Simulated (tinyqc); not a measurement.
Kinetics of strain relaxation and threading dislocations in mismatched semiconductor layers: one step, computed by the program tinyqc. Command: `OMP_NUM_THREADS=1 python tinyqc.py 3017591 3017592 out.jsonl threading walk`. One thread of a shared host (Intel(R) Xeon(R) Processor @ 2.30GHz), about 0.01 s of CPU time with the checks.

60-degree dislocations on {111} planes of a (001) layer, isotropic elasticity. The Schmid factor is 1/sqrt(6), and a misfit segment relieves strain with b/2.

Task: Thick uniform layer and trapping in a trench. A separate case, a thick relaxed layer. Pair reactions during growth: d rho/dh = -K rho^2 with K = 2 r_A tan(psi) and threads inclined by psi = 45 degrees (the <110> lines of {111} planes), so rho = 1/(K H) for a layer that starts with far more threads than that, as highly mismatched layers do. In a trench along [110] a thread on {111} rises at 54.74 degrees across the width, and leaves through the wall below the height w tan(54.74 degrees) = sqrt(2) w; the share of threads, evenly spread over the floor, that reach the top is max(0, 1 - a/sqrt 2) for the aspect ratio a.

Inputs (values chosen for the exercise, modelled on Si(0.7)Ge(0.3) on Si):
```
quantity                                     value        unit
misfit f                                    0.0131           -
reaction radius r_A                            7.5          nm
final thickness of a thick uniform layer H     3.3  micrometre
aspect ratio of a trench                      0.58           -
```

Give: thread density at H; share that reaches the top.

Result:

thread density at H = 2.020e+09 1/cm^2

share that reaches the top = 0.5899

The trench is too shallow to trap all. Thickness alone needs 6700 micrometre for 1e6 /cm^2. Caution: at this small misfit a layer may start with fewer threads than 1/(K H), which is then only an upper bound.
